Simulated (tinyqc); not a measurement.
From results back to parameters: interband optics of a two-band s-p chain from momentum matrix elements. Three cases, with inputs chosen for the exercise.

Problem. At k = 0 the chain has the gap D0 = Es - Ep_ - 2 (ts + tp), w0 = 4 a^2 V^2, and masses 2c/mc = 2 ts a^2 + 2 w0/D0, 2c/mv = 2 tp a^2 + 2 w0/D0 (c = hbar^2/2m0, mv positive for holes). The oscillator strength there is f0 = w0/(c D0). V, ts and tp are hidden.

Constants: hbar^2/2m0 = 3.80998211 eV angstrom^2.

Find: V; ts; tp.

Method. w0 = f0 c D0 gives V; 1/mc - f0 = ts a^2/c and 1/mv - f0 = tp a^2/c.

Case 1.

Values chosen: a = 2.47 angstrom (period).
D0 = 2.8900 eV
f0 = 0.57647

mc, mv (m0): 1.040825  0.726157

Solution.

V = 0.51 eV
ts = 0.24 eV
tp = 0.50 eV

Case 2.

Values chosen: a = 3 angstrom (period).
D0 = 4.4500 eV
f0 = 5.92178

mc, mv (m0): 0.154677  0.142207

Solution.

V = 1.67 eV
ts = 0.23 eV
tp = 0.47 eV

Case 3.

Values chosen: a = 4.03 angstrom (period).
D0 = 4.7300 eV
f0 = 4.28291

mc, mv (m0): 0.186965  0.169413

Solution.

V = 1.09 eV
ts = 0.25 eV
tp = 0.38 eV

Computed by tinyqc, one run a case: `OMP_NUM_THREADS=1 python tinyqc.py N N+1 out.jsonl` with N = 1681118, 1681143, 1681148; one thread of a shared Intel(R) Xeon(R) Processor @ 2.30GHz, about 0.01 s a run at most.
